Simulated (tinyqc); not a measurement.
# Composition and strain of an epitaxial Si(1-x)Ge(x) layer from Raman and X-ray peaks, step by step

A worked calculation. Computed by tinyqc, a small Python program that keeps every step. Command: `OMP_NUM_THREADS=1 python tinyqc.py 3001416 3001417 out.jsonl epiraman walk`. One thread of a shared host (Intel(R) Xeon(R) Processor @ 2.30GHz), about 0.01 s of CPU time with the checks. Intermediate numbers are printed to about 7 digits and carried at full precision; extremes and crossings named in words are read from the listed rows.

A (001) layer, biaxially strained in the plane. The Raman peaks follow empirical lines omega = w0 + c1 x + c3 x^3 + b eps (c3 for Si-Ge alone), with eps the in-plane strain.

Inputs (values chosen for the exercise, modelled on silicon-germanium):
```
quantity,value,unit
Ge fraction x,0.39,-
degree of relaxation R,0.13,-
Ge fraction y of the buffer,0.11,-
lattice constant of Si,5.431,angstrom
lattice constant of Ge,5.658,angstrom
bowing B,0.029,angstrom
2 C12/C11 of Si,0.765,-
2 C12/C11 of Ge,0.748,-
Si-Si: w0,520.8,1/cm
Si-Si: c1,-63.6,1/cm
Si-Si: strain coefficient b,-773,1/cm
Si-Ge: w0,400.5,1/cm
Si-Ge: c1,24.2,1/cm
Si-Ge: c3,-33.6,1/cm
Si-Ge: strain coefficient b,-576,1/cm
Ge-Ge: w0,280.4,1/cm
Ge-Ge: c1,20.1,1/cm
Ge-Ge: strain coefficient b,-442,1/cm
uncertainty of a Raman peak,0.2,1/cm
X-ray wavelength,1.540598,angstrom
```

Substrate: relaxed alloy buffer. Pair of peaks used: Si-Si and Si-Ge.

## Lattice constants and strain

Relaxed lattice constant a(x) = a_Si + (a_Ge - a_Si) x - B x (1 - x). In-plane constant a_par = a_sub + R (a(x) - a_sub); eps = a_par/a(x) - 1; eps_perp = -(2 C12/C11) eps with 2 C12/C11 linear in x; a_perp = a(x) (1 + eps_perp). The buffer has a_sub = a(y).

relaxed constant a(x) = 5.512631 angstrom

substrate constant a_sub = 5.453131 angstrom

a_par = 5.460866 angstrom

in-plane strain eps = -9.390253 per mille

strain along the normal = 7.121286 per mille

a_perp = 5.551888 angstrom

The layer is under compression in the plane and is stretched along the normal.

## Raman peaks

Insert x and eps in the three lines; the strain part is b eps.

Si-Si peak = 503.2547 1/cm

Si-Ge peak = 413.3537 1/cm

Ge-Ge peak = 292.3895 1/cm

strain parts (1/cm): Si-Si 7.258666, Si-Ge 5.408786, Ge-Ge 4.150492

Read as unstrained, the Si-Si peak would give x = 0.276 in place of 0.39.

## X-ray (004) reflection

Bragg angle theta = arcsin(2 lambda/a) for (004), for the substrate with a_sub and the layer with a_perp; separation in arc seconds.

theta of the substrate = 34.40455 degree

theta of the layer = 33.70945 degree

separation, layer less substrate = -2502.338 arcsec

## Back from two peaks to composition and strain

Unknowns x and eps (per mille). Newton steps: J d = (measured - model), J = [d omega/dx, d omega/d eps] for the two peaks; start at x = 0.5, eps = 0; stop when |d| < 1e-9. The peaks are rounded to 0.001 per cm; R = (a(x)(1 + eps) - a_sub)/(a(x) - a_sub).

peaks used (1/cm): Si-Si 503.255, Si-Ge 413.354

Iterations:
```
step,x,eps (per mille),residual 1 (1/cm),residual 2 (1/cm)
0,0.5000000,0.000000,14.255,4.954000e+00
1,0.3778203,-8.388577,0.000,6.910828e-01
2,0.3899016,-9.382592,0.000,5.617995e-03
3,0.3900015,-9.390807,0.000,3.918320e-07
4,0.3900015,-9.390808,0.000,0
```

recovered x = 0.3900015

recovered eps = -9.390808 per mille

recovered R = 0.13

## Which pair of peaks is best

For each pair invert J = [d omega/dx, d omega/d eps] at the true x. Independent errors of the given size in both peaks give sigma_x and sigma_eps = uncertainty x (norm of the rows of the inverse of J).

Error propagation:
```
pair,det J,sigma_x,sigma_eps (per mille)
Si-Si and Si-Ge,43.48881,0.004433346,0.2953188
Si-Si and Ge-Ge,43.6485,0.004080073,0.3056261
Si-Ge and Ge-Ge,7.657803,0.01896220,0.5737797
```

The pair Si-Si and Ge-Ge fixes x best (sigma_x = 0.0041) and Si-Ge and Ge-Ge worst (0.019), a factor 4.6. Strain moves all peaks the same way, so a good pair needs different ratios of composition slope to strain coefficient, best of opposite sign; the slopes here are -63.6, 8.9 and 20.1 per cm for Si-Si, Si-Ge and Ge-Ge. Errors in the coefficients themselves are not counted.

## Relaxation at fixed composition

(004) Bragg angle theta = arcsin(2 lambda/a), with a = a_perp for the layer and a_sub for the substrate; separation = layer less substrate. The apparent x is the one that a fully strained layer (R = 0) would need to give the same a_perp.

Signatures:
```
R,eps (per mille),Si-Si (1/cm),Ge-Ge (1/cm),a_perp (angstrom),(004) separation (arcsec),apparent x if R = 0 is assumed
0.00,-10.79339,504.3393,293.0097,5.557754,-2647.547,0.3900000
0.15,-9.17439,503.0878,292.2941,5.550985,-2479.965,0.3724693
0.30,-7.55538,501.8363,291.5785,5.544217,-2311.883,0.3548629
0.50,-5.39670,500.1676,290.6243,5.535192,-2086.991,0.3312681
0.70,-3.23802,498.4990,289.6702,5.526168,-1861.199,0.3075342
0.85,-1.61901,497.2475,288.9546,5.519399,-1691.261,0.2896411
1.00,0.00000,495.9960,288.2390,5.512631,-1520.811,0.2716672
```

Full relaxation moves the Si-Si peak by -8.34 per cm and shrinks the X-ray separation to 57 % of its strained value, about 1/(1 + 2 C12/C11). A symmetric reflection alone cannot part x from R: a relaxed layer read as strained gives x = 0.272 in place of 0.39. An asymmetric reflection or a second peak is needed.

Checks made by the program: recovered composition (relative difference 4e-06).
